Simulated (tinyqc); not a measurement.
## True capacitance, leakage and series resistance from two frequencies

Problem. A capacitance C in parallel with G and in series with Rs is measured as Cp and D = Gp/(w Cp) at two frequencies. The series reading Cs = Cp (1 + D^2) equals C + G^2/(w^2 C), and Re Z = D/(w Cp (1 + D^2)) = Rs + G/(G^2 + w^2 C^2). Find C, G and Rs.

f (Hz): 1e6  5e6
Cp (pF): 26.1054270  26.0195151
D: 0.617094292  0.180123055

Solution. w^2 Cs = w^2 C + G^2/C is a straight line in w^2 with slope C; the intercept gives G, and the real part then gives Rs.

C = 26.5 pF
G = 100 uS
Rs = 71.0 ohm

Program tinyqc, `OMP_NUM_THREADS=1 python tinyqc.py 2022006 2022007 out.jsonl`; Intel Xeon 2.30GHz, shared host, one thread, about 0.01 s.
